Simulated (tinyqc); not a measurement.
Inside a calculation. Model: metal-interlayer-semiconductor contact, depinning against tunnelling resistance.

tinyqc, about 0.04 s, one thread, Intel Xeon 2.30GHz (shared host): `OMP_NUM_THREADS=1 python tinyqc.py 2270171 2270172 out.jsonl` Printed values are rounded.

Zero bias, n-type semiconductor. Gap states at the semiconductor surface thin out as exp(-be ti), which unpins the barrier; electrons must then cross the interlayer (a rectangular barrier, no voltage drop across it) and the parabolic depleted layer, both by WKB. Energies E are counted from the Fermi level; no image force, parabolic bands.

Parameters, values chosen for the exercise; semiconductor values close to those of gallium nitride; interlayer mass of the order of that in silicon dioxide, offset chosen freely: temperature T = 300 K; band gap Eg = 3.5 eV; relative permittivity eps_r = 9.42; electron affinity chi = 4.11 eV; conduction-band density of states at T Nc = 2.3e18 cm^-3; tunnelling mass in the semiconductor mt = 0.206 m0; Richardson mass mA = 0.198 m0; donor density Nd = 7.6e18 cm^-3; charge-neutrality level above the valence band E0 = 2.4 eV; pinning factor without interlayer S0 = 0.58; metal work function phiM = 4.3 eV; interlayer thickness ti = 0.3 nm; conduction-band offset of the interlayer above the semiconductor dE = 3.25 eV; tunnelling mass in the interlayer mi = 0.43 m0; decay constant of gap states through the interlayer be = 2.3 1/nm.

Constants: q = 1.602176634e-19 C, kB = 1.380649e-23 J/K, eps0 = 8.8541878128e-12 F/m, hbar = 1.054571817e-34 J s, h = 6.62607015e-34 J s, m0 = 9.1093837015e-31 kg, Vt = kB T/q, hbar^2/(2 m0) = 0.0380998212 eV nm^2. Results are converted to the units shown.

## Pinning, barrier and scales

S = 1/(1 + (1/S0 - 1) exp(-be ti)); phiB = S (phiM - chi) + (1 - S)(Eg - E0); xi = Ec - EF deep inside, from Nd = Nc F(-xi/Vt), F(x) = (2/sqrt(pi)) int_0^infinity sqrt(u) du/(1 + exp(u - x)); band bending U = phiB - xi; E00 = (hbar/2) sqrt(Nd/(eps0 eps_r mt m0)) in volts; A = 4 pi q mA m0 kB^2/h^3.

S = 0.733563
phiB = 0.432458 eV
xi = -0.0598298 eV
U = 0.492288 eV
E00 = 0.0367430 eV
A = 23.7943 A/(cm^2 K^2)

The interlayer moves the barrier from 0.572 eV to 0.432 eV; the unpinned limit is phiM - chi = 0.190 eV. E00/Vt = 1.42: by the usual rule of thumb (0.5 to 5) thermionic-field emission.

## Exponents and integrand on an energy grid

E, point 0 to 16 (eV): -0.05  -0.02313  0.00375  0.03062  0.0575  0.08438  0.11125  0.13812  0.165  0.19188  0.21875  0.24562  0.2725  0.29938  0.32625  0.35312  0.38

With U = phiB - xi: for xi < E < phiB, y = (E - xi)/U and G1 = (U/E00) [sqrt(1 - y) - y ln((1 + sqrt(1 - y))/sqrt(y))], G1 = 0 above phiB; G2 = 2 ti sqrt(mi max(phiB + dE - E, 0)/C), C = hbar^2/(2 m0); f = 1/(1 + exp(E/Vt)); integrand exp(-G1 - G2) f.

```
point	G1	G2	f	integrand (1e-6)
0	12.5561	3.89423	0.873701	0.06267
1	10.9193	3.88019	0.709861	0.26537
2	9.5916	3.86609	0.463799	0.66336
3	8.4350	3.85194	0.234256	1.08034
4	7.3999	3.83774	0.0975983	1.28531
5	6.4616	3.82348	0.0368283	1.25730
6	5.6051	3.80918	0.0133428	1.08816
7	4.8199	3.79482	0.00476008	0.86355
8	4.0988	3.78041	0.00168806	0.63896
9	3.4372	3.76593	5.97446e-4	0.44464
10	2.8318	3.75141	2.11383e-4	0.29243
11	2.2800	3.73683	7.47710e-5	0.18225
12	1.7803	3.72219	2.64357e-5	0.10777
13	1.3326	3.70749	9.34616e-6	0.06050
14	0.9378	3.69274	3.30552e-6	0.03223
15	0.5979	3.67793	1.16908e-6	0.01625
16	0.3176	3.66305	4.13315e-7	0.00772
```

## Contact resistivity

1/rho_c = (A T^2/Vt^2) I, with I the trapezoid sum of the integrand over the grid.

I = 2.23432e-7 eV
rho_c = 0.0013968 ohm cm^2

A fine grid from xi upwards gives rho_c = 0.001391 ohm cm^2; the coarse value is 0.42 % above it. The integrand peaks at E = 0.067 eV, and 0.017 % of the current flows above phiB. Tunnelling through the interlayer costs a factor of 45.5 at this barrier height; the bare contact (ti = 0) has rho_c = 7.26e-4 ohm cm^2, so with the interlayer rho_c is 91 % above that.
